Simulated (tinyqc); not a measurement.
Electron mobility of a polar semiconductor by Rode's iterative solution of the Boltzmann equation: one step, computed by the program tinyqc. Command: `OMP_NUM_THREADS=1 python tinyqc.py 3016746 3016747 out.jsonl rode walk`. One thread of a shared host (Intel(R) Xeon(R) Processor @ 2.30GHz), about 0.01 s of CPU time with the checks.

The distribution is f(E) + e F l(E) (-df/dE) cos(theta) for a weak field F, theta counted from the force; l(E) is a mean free path. Elastic processes enter by their momentum rate, polar optical phonons by out- and in-scattering terms. One valley only: where upper valleys lie close, measured mobilities are lower. The density n is prescribed, even where a narrow-gap material would have more intrinsic carriers.

Task: The first two iterations on one ladder of the grid. Iteration: l_new(E) = [v(E) + c+ l(E + hbar w) + c- l(E - hbar w)]/(nu + S_o), from l = 0.

Inputs (values chosen for the exercise, modelled on InSb): temperature T = 300 K.

Band: Kane. Elastic processes: acoustic, piezoelectric, impurity.

Points j = s/2, s/2 + s, ... (the first seven rungs, or as many as the grid holds), rates in 1e12/s:
```
E (meV)    v (m/s)        nu       S_o         c+         c-
13.3875   524905.8  19.60686  0.984585  0.3803647  0.0000000
37.1875   749967.1   7.94565  1.327316  0.4267379  0.1954995
60.9875   849616.5   4.89832  1.568035  0.4276529  0.4295248
84.7875   905238.0   3.52815  1.767149  0.4348271  0.6087051
108.5875  939960.9   2.77130  1.921865  0.4482311  0.7422500
132.3875  963241.2   2.30919  2.038582  0.4640730  0.8412829
156.1875  979664.5   2.01313  2.130756  0.4801711  0.9183208
```

Give: l after iteration 1; l after iteration 2 (all rungs but the last shown).

Result:

l after iteration 1 (nm): [25.5, 80.9, 131.4, 171.0, 200.3, 221.5, 236.4]

l after iteration 2 (all rungs but the last shown) (nm): [27.0, 87.5, 148.1, 202.5, 248.5, 285.5]

In-scattering lengthens l on the lowest rung by 5.9 % and on the second by 8.1 % in this step. Caution: the gas is degenerate, and screening of the polar coupling, left out here, would raise the mobility.
